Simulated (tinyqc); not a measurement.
# Off-state leakage of single and stacked transistors, step by step

tinyqc, about 0.03 s, one thread, Intel Xeon 2.30GHz (shared host): `OMP_NUM_THREADS=1 python tinyqc.py 2242139 2242140 out.jsonl` Printed values are rounded.

n-channel devices of unit width. Subthreshold current I(Vg, Vs, Vd) = I0 (T/300 K)^0.5 exp[(Vg - Vs - VT(T) - gb (Vs - Vb) + dd (Vd - Vs))/(nf Vt)] (1 - exp(-(Vd - Vs)/Vt)), VT(T) = VT - cT (T - 300 K). Gate-edge tunnelling Ig (Vd/1 V) exp(ag (Vd - 1 V)), for a gate at 0 V, and band-to-band leakage Ab u exp(-Bb/u), u = Vd - Vb + 1 V, flow at a drain held at V; both are taken as independent of T. In a stack of off transistors (all gates at 0 V) the same subthreshold current passes through each.

Values chosen for this exercise; values of the order met in bulk silicon logic transistors: temperature T = 300 K; supply voltage V = 1.2 V; threshold at 300 K, zero drain and body bias VT = 0.42 V; fall of the threshold with temperature cT = 0.9 mV/K; current at threshold at 300 K I0 = 0.65 uA/um; slope factor nf = 1.15; drain-induced lowering per volt dd = 0.07; rise of the threshold per volt of source-body bias gb = 0.22; gate-edge tunnelling current at 1 V Ig = 0.0003 uA/um; exponential slope of the gate current ag = 5.5 1/V; prefactor of band-to-band leakage at the drain Ab = 2 uA/(um V); its exponential voltage Bb = 24 V; body voltage Vb = 0 V.

Constants: q = 1.602176634e-19 C, kB = 1.380649e-23 J/K, Vt = kB T/q. Results are converted to the units shown.

## Leakage of one transistor

Vg = Vs = 0, Vd = V; effective threshold VT(T) - gb Vb - dd V.

effective threshold = 0.336 V
parts (nA/um): subthreshold 0.008028005, gate edge 1.081500, band-to-band 0.08048125
total = 1.170009 nA/um
shares (%): subthreshold 0.6861490, gate edge 92.43517, band-to-band 6.878686

The gate edge part is the largest.

## Starting value

Vx = dd V/(1 + gb + 2 dd), the solution for Vx well above Vt, rounded to three decimals.

Vx at the start = 0.062 V

## Iteration 1: new Vx

Stack of two, Vx the node between them: I_low = I(0, 0, Vx), I_up = I(0, Vx, V), f = ln(I_up/I_low), f' = -(1 + gb + 2 dd)/(nf Vt) - 1/(Vt (exp(Vx/Vt) - 1)) - 1/(Vt (exp((V - Vx)/Vt) - 1)), Vx(new) = Vx - f/f'.

I_low = 5.006724e-4 nA/um
I_up = 5.448232e-4 nA/um
f = 0.08450940
f' = -49.61194 1/V
Vx after iteration 1 = 0.06370341 V

## Iteration 2: new Vx

As before.

I_low = 5.058886e-4 nA/um
I_up = 5.060063e-4 nA/um
f = 2.325311e-4
f' = -49.34245 1/V
Vx after iteration 2 = 0.06370812 V

## Iteration 3: new Vx

As before.

I_low = 5.059028e-4 nA/um
I_up = 5.059028e-4 nA/um
f = 1.688633e-9
f' = -49.34173 1/V
Vx after iteration 3 = 0.06370812 V

## Course of the iteration

Stop when the step is below 1e-11 V, or after 40 iterations.

Course of the iteration:

| iteration | Vx before the step (V) | step (V) |
|---|---|---|
| 1 | 0.062 | 1.70e-3 |
| 2 | 0.06370341 | 4.71e-6 |
| 3 | 0.06370812 | 3.42e-11 |
| 4 | 0.06370812 | < 1e-15 |

Converged in 4 iterations. The subthreshold current of the stack is 5.059e-4 nA/um, 15.9 times less than that of one transistor (the drain leakage is unchanged); the estimate exp[dd V (1 + gb + dd)/((1 + gb + 2 dd) nf Vt)] gives 14.6.
